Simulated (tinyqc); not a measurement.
Inside a calculation. Method: sp3 tight binding, zinc-blende lattice. Computed by tinyqc, a small Python program that keeps every step. Command: `OMP_NUM_THREADS=1 python tinyqc.py 29043 29044 out.jsonl` (the two numbers bound the seeds that draw the settings). One thread of a shared host (Intel(R) Xeon(R) Processor @ 2.60GHz), about 0.01 s of CPU time with the checks.

## Bloch Hamiltonian at k

Parameters chosen for this model: zinc-blende lattice, anion at 0, cation at a/4 (1,1,1); V = eta hbar^2 / (m d^2), hbar^2/m = 7.619964 eV angstrom^2:
```
parameter          value      unit
a               5.910000  angstrom
d               2.559105  angstrom
Es anion      -12.080000        eV
Ep anion       -6.330000        eV
Es cation     -10.770000        eV
Ep cation      -5.650000        eV
eta ss         -1.320000
eta sp          1.420000
eta pp sigma    2.220000
eta pp pi      -0.630000
V ss           -1.535856        eV
V sp            1.652209        eV
V pp sigma      2.583031        eV
V pp pi        -0.733022        eV
```

k point k (2 pi / a): -0.160000  0.670000  -0.020000

Slater-Koster rules over the four bonds with direction cosines (l, m, n): ss V_ss; s-px l V_sp; px-s -l V_sp; px-px l^2 V_pps + (1 - l^2) V_ppp; px-py l m (V_pps - V_ppp); each times exp(i k.d).

H(k) at k (eV), lower triangle (Hermitian):
```
                      a s                 a px                a py                 a pz
a s            -12.080000
a px             0.000000            -6.330000
a py             0.000000             0.000000           -6.330000
a pz             0.000000             0.000000            0.000000            -6.330000
c s   -2.946732-0.041685i  -0.100836-0.469911i  0.014768+3.208651i  -0.823842-0.057516i
c px   0.100836+0.469911i   0.714359+0.010106i  0.954640+0.066647i  -0.017112-3.718077i
c py  -0.014768-3.208651i   0.954640+0.066647i  0.714359+0.010106i   0.116845+0.544517i
c pz   0.823842+0.057516i  -0.017112-3.718077i  0.116845+0.544517i   0.714359+0.010106i

             c s       c px       c py       c pz
c s   -10.770000
c px    0.000000  -5.650000
c py    0.000000   0.000000  -5.650000
c pz    0.000000   0.000000   0.000000  -5.650000
```

## Levels at k

Diagonalise the Hermitian matrix.

eigenvalues (eV): -15.521228  -11.158851  -9.992832  -9.760323  -4.334398  -3.979469  -2.113915  -1.928984

weights |c|^2 of the basis functions:
```
        band 1    band 2    band 3    band 4    band 5    band 6    band 7    band 8
a s   0.548166  0.232149  0.001544  0.013091  0.089580  0.110615  0.001309  0.003545
a px  0.001229  0.028048  0.192605  0.320883  0.002685  0.001243  0.272235  0.181072
a py  0.037169  0.189936  0.016806  0.059784  0.514164  0.147196  0.002223  0.032722
a pz  0.000711  0.042033  0.330781  0.149105  0.054989  0.001324  0.180307  0.240749
c s   0.357087  0.342937  0.002881  0.017980  0.271401  0.002444  0.001368  0.003902
c px  0.001740  0.016348  0.196047  0.241763  0.000368  0.005919  0.320271  0.217543
c py  0.052281  0.108062  0.016652  0.045061  0.045674  0.690316  0.002615  0.039339
c pz  0.001617  0.040485  0.242683  0.152333  0.021140  0.040942  0.219671  0.281128
```

## Bloch Hamiltonian at G

k point G (2 pi / a): 0  0  0

As before.

H(k) at G (eV), lower triangle:
```
             a s       a px       a py       a pz         c s       c px       c py       c pz
a s   -12.080000
a px    0.000000  -6.330000
a py    0.000000   0.000000  -6.330000
a pz    0.000000   0.000000   0.000000  -6.330000
c s    -6.143426   0.000000   0.000000   0.000000  -10.770000
c px    0.000000   1.489315   0.000000   0.000000    0.000000  -5.650000
c py    0.000000   0.000000   1.489315   0.000000    0.000000   0.000000  -5.650000
c pz    0.000000   0.000000   0.000000   1.489315    0.000000   0.000000   0.000000  -5.650000
```

## Levels at G

As before.

eigenvalues (eV): -17.603244  -7.517632  -7.517632  -7.517632  -5.246756  -4.462368  -4.462368  -4.462368

## Bands along a path

The same steps at evenly spaced points between the labelled ones.

Bands along the path (eV):
```
k             band 1      band 2      band 3      band 4     band 5     band 6     band 7     band 8
L         -15.403423  -12.353040   -8.964853   -8.964853  -5.612184  -3.015147  -3.015147  -1.461353
L-G 0.25  -15.919469  -11.618941   -8.799892   -8.799892  -5.525539  -3.180108  -3.180108  -1.766051
L-G 0.50  -16.763242  -10.121010   -8.354679   -8.354679  -5.324560  -3.625321  -3.625321  -2.621188
L-G 0.75  -17.381853   -8.486656   -7.803262   -7.803262  -5.166046  -4.176738  -4.176738  -3.795444
G         -17.603244   -7.517632   -7.517632   -7.517632  -5.246756  -4.462368  -4.462368  -4.462368
G-X 0.25  -17.306091   -8.245556   -8.197191   -8.197191  -4.884898  -4.393455  -3.782809  -3.782809
G-X 0.50  -16.448587   -9.757770   -9.306480   -9.306480  -4.443244  -4.180398  -2.673520  -2.673520
G-X 0.75  -15.135960  -11.524782  -10.128404  -10.128404  -4.218013  -3.951245  -1.851596  -1.851596
X         -13.854502  -12.964443  -10.424458  -10.424458  -4.135557  -3.875498  -1.555542  -1.555542
X-W 0.25  -13.854502  -12.964443  -10.424458  -10.424458  -4.135557  -3.875498  -1.555542  -1.555542
X-W 0.50  -13.854502  -12.964443  -10.424458  -10.424458  -4.135557  -3.875498  -1.555542  -1.555542
X-W 0.75  -13.854502  -12.964443  -10.424458  -10.424458  -4.135557  -3.875498  -1.555542  -1.555542
W         -13.854502  -12.964443  -10.424458  -10.424458  -4.135557  -3.875498  -1.555542  -1.555542
```

With 4 band(s) filled, the highest filled level on these points lies at G and the lowest empty one at L: a gap of 1.9054 eV, indirect.
